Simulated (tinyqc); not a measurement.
# A square-lattice strip 2 sites wide in a magnetic flux, recursive Green functions, step by step

tinyqc, about 0.01 s, one thread, Intel Xeon 2.30GHz (shared host): `OMP_NUM_THREADS=1 python tinyqc.py 2660001 2660002 out.jsonl` Printed values are rounded.

The device has N = 5 slices of 2 site(s), nearest-neighbour hopping -t, and site energies U; the leads are semi-infinite continuations with site energy 0 and no flux. The hopping from slice i to i + 1 inside the device carries the phase exp(2 pi i f j) on row j = 1, 2, ...: V = <i+1|H|i> = -t diag(exp(2 pi i f j)).

Parameters, values chosen for the exercise:
```
symbol,value,unit,meaning
t,1,eV,hopping (matrix element -t)
U,"[0.07, -0.08, 0.18, -0.08, -0.04, 0.01, 0, 0.27, -0.37, -0.12]",eV,"site energies, slice by slice (2 a slice)"
E,-2.23,eV,energy
f,0.14,h/q,magnetic flux through each plaquette inside the device
```

## Self-energy of the leads

Transverse modes n = 1..2: chi_n(j) = sqrt(2/3) sin(pi n j/3), energy e_n = -2 t cos(pi n/3). Sigma = t^2 sum_n chi_n chi_n^T g(E - e_n), g(x) = (x - i sqrt(4 t^2 - x^2))/(2 t^2) for |x| < 2 t and (x - sign(x) sqrt(x^2 - 4 t^2))/(2 t^2) otherwise; Gamma = i (Sigma - Sigma^dagger); both leads give the same.

Sigma (eV):
```
[[-0.480921-0.394264i, -0.134079-0.394264i],
 [-0.134079-0.394264i, -0.480921-0.394264i]]
```

Gamma (eV):
```
[[0.788527, 0.788527],
 [0.788527, 0.788527]]
```

open modes = 1

## Hopping between slices

V = -t diag(exp(2 pi i f j)), j = 1, 2, ...

V (eV):
```
[[-0.637424-0.770513i, 0.000000+0.000000i],
 [0.000000+0.000000i, 0.187381-0.982287i]]
```

## Slice 1

Forward pass: g_1 = (E - H_1 - Sigma)^(-1), g_i = (E - H_i - V g_(i-1) V^dagger)^(-1), with Sigma also subtracted on the last slice; G_(i,1) = g_i V G_(i-1,1), starting from g_1. H_i is the block of slice i: its site energies on the diagonal and -t between neighbouring rows.

g_1 (1/eV):
```
[[-0.464581-0.377192i, -0.132700-0.397376i],
 [-0.132700-0.397376i, -0.496542-0.418640i]]
```

## Slice 2

As before.

g_2 (1/eV):
```
[[-0.506345-0.305164i, -0.301965-0.379393i],
 [-0.102257-0.278433i, -0.567337-0.387184i]]
```

G_(2,1) (1/eV):
```
[[0.326403-0.164026i, 0.528261-0.044684i],
 [0.423250+0.066329i, 0.566220-0.011625i]]
```

## Slice 3

As before.

g_3 (1/eV):
```
[[-0.672102-0.455702i, -0.474221-0.517977i],
 [-0.184611-0.377457i, -0.647186-0.485886i]]
```

G_(3,1) (1/eV):
```
[[-0.119604+0.367603i, -0.257173+0.639308i],
 [-0.283188+0.344198i, -0.406946+0.525345i]]
```

## Slice 4

As before.

g_4 (1/eV):
```
[[-0.521553-0.541289i, -0.338211-0.575829i],
 [-0.027410-0.356513i, -0.454683-0.446092i]]
```

G_(4,1) (1/eV):
```
[[-0.163524-0.400465i, -0.317608-0.667909i],
 [-0.037276-0.407221i, -0.070363-0.651018i]]
```

## Slice 5

As before.

g_5 (1/eV):
```
[[-0.130520-0.383720i, 0.280022-0.441229i],
 [0.243802-0.183466i, -0.181804-0.306304i]]
```

G_(5,1) (1/eV):
```
[[0.041488+0.197106i, 0.091925+0.305454i],
 [0.081969+0.262319i, 0.149360+0.430263i]]
```

## Transmission and its channels

T(E) = Tr[Gamma G_(N,1) Gamma G_(N,1)^dagger]. The non-zero eigenvalues T_n of the matrix under the trace are the channel transmissions; Fano factor sum T_n (1 - T_n)/sum T_n.

T(E) = 0.970840
T_n: [0.970840]
Fano factor = 0.0291597

With 1 open mode(s) in the leads T(E) cannot exceed 1. Inverting the whole matrix gives the same value.
